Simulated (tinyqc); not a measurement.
What moves the results: pi bands of a honeycomb layer in tight binding. A value that a table varies takes the place of the one given here.

Lattice vectors a (1,0) and a (1/2, sqrt3/2); f = exp(i ky a/sqrt3) + 2 cos(kx a/2) exp(-i ky a/(2 sqrt3)), w = |f|. H = [[D - t2 F, -t f], [., -D - t2 F]] with F = w^2 - 3, S = [[1, s0 f], [., 1]]; the levels solve det(H - E S) = 0. K = (4 pi/3a, 0), M = (pi/a, pi/(sqrt3 a)); w = 3, 1, 0 at Gamma, M, K.

Constants: hbar^2/2m0 = 3.80998211 eV angstrom^2.

Parameters, chosen for this exercise (of the size used for graphene; shifted at random, so the results belong to these values and not to a real crystal):
```
symbol  value  unit      meaning
a       2.46   angstrom  lattice constant
t       2.71   eV        nearest hopping
t2      0      eV        second-neighbour hopping
s0      0.083            overlap of neighbours
D       0.053  eV        +D on A, -D on B
```

## How far the cone holds

Upper and lower levels at distance q from K towards Gamma (-x) and towards M (+x), measured from 3 t2; cone: sqrt(D^2 + (hbar v q)^2), hbar v = (sqrt3/2) a (t + 3 t2 s0).

Levels (eV):
```
q (1/angstrom),cone,"upper, to Gamma","lower, to Gamma","upper, to M","lower, to M"
0.02,0.1271,0.1282,-0.1274,0.1267,-0.1259
0.05,0.2935,0.3010,-0.2957,0.2908,-0.2858
0.10,0.5798,0.6098,-0.5880,0.5676,-0.5486
0.15,0.8676,0.9346,-0.8841,0.8377,-0.7970
0.20,1.1559,1.2735,-1.1815,1.0985,-1.0294
0.30,1.7328,1.9904,-1.7743,1.5848,-1.4447
0.40,2.3100,2.7534,-2.3562,2.0135,-1.7926
0.60,3.4645,4.3820,-3.4548,2.6528,-2.2821
```

At q = 0.2 the upper band lies +118 meV from the cone towards Gamma and -57 meV towards M; half their difference, 88 meV, is the trigonal warping, steeper towards Gamma, and their mean, +30 meV, comes from the bending of the band and from t2 or the overlap. All four values stay within 5 % of the cone up to q = 0.05. The electron-hole asymmetry, upper plus lower towards Gamma, is +92 meV at q = 0.2.

## Fermi level against carrier density

hbar v = 5.77344 eV angstrom

Cone with four flavours: n = kF^2/pi, EF = sqrt(D^2 + (hbar v kF)^2), density of states 2 EF/(pi (hbar v)^2), quantum capacitance e^2 times it (1 e^2/(eV angstrom^2) = 1602.177 microF/cm^2), cyclotron mass 2c EF/(hbar v)^2, c = hbar^2/2m0; 1e12/cm^2 = 1e-4/angstrom^2.

Filling:
```
n (1e12/cm^2),kF (1/angstrom),EF (eV),Cq (microF/cm^2),cyclotron mass (m0)
0.10,0.00560,0.0621,1.900,0.0142
0.25,0.00886,0.0737,2.254,0.0168
0.50,0.01253,0.0897,2.745,0.0205
1.00,0.01772,0.1152,3.526,0.0263
2.00,0.02507,0.1541,4.716,0.0352
4.00,0.03545,0.2114,6.469,0.0483
10.00,0.05605,0.3279,10.034,0.0750
20.00,0.07927,0.4607,14.097,0.1053
```

From 1 to 4e12/cm^2 EF rises by a factor 1.835, less than two because the gap 2D = 0.106 eV still counts. Capacitance and mass grow in proportion to EF counted from mid-gap, so hardly at all while a large gap term dominates it; in a parabolic band both are constant; Cq is 3.53 microF/cm^2 at 1e12/cm^2, against 3.45 for 1 nm of a dielectric with eps = 3.9.

## What each parameter does

Gap at K, difference at M, and the two levels at Gamma, from (e - E)^2 - D^2 - (t + s0 E)^2 w^2 = 0, e = -t2 (w^2 - 3). Each row changes one parameter from the base and keeps the others.

Results:
```
case,gap at K (eV),difference at M (eV),lower at Gamma (eV),upper at Gamma (eV)
base,0.1060,5.4586,-6.5094,10.8257
t = 2.8455 eV,0.1060,5.7315,-6.8348,11.3670
t2 = 0.05 eV,0.1060,5.4753,-6.7496,10.4263
s0 = 0.113,0.1060,5.4911,-6.0719,12.2997
D = 0.153 eV,0.3060,5.4662,-6.5106,10.8270
a = 2.5092 angstrom,0.1060,5.4586,-6.5094,10.8257
```

The largest shifts from the base row, up to three for each result and ties (the steps differ in size, so this ranks the rows, not the parameters). gap at K (eV): D +0.2000; unchanged at the printed digits by t, t2, s0 and a. difference at M (eV): t +0.2728, s0 +0.0325, t2 +0.0167; unchanged at the printed digits by a. lower at Gamma (eV): s0 +0.4375, t -0.3255, t2 -0.2402; unchanged at the printed digits by a. upper at Gamma (eV): s0 +1.4740, t +0.5413, t2 -0.3995; unchanged at the printed digits by a. At points fixed by symmetry a drops out; the gap at K is 2D whatever the hoppings.

(tinyqc, `OMP_NUM_THREADS=1 python tinyqc.py 1482181 1482182 out.jsonl`, Intel(R) Xeon(R) Processor @ 2.30GHz, 1 thread, shared host, about 0.01 s.)
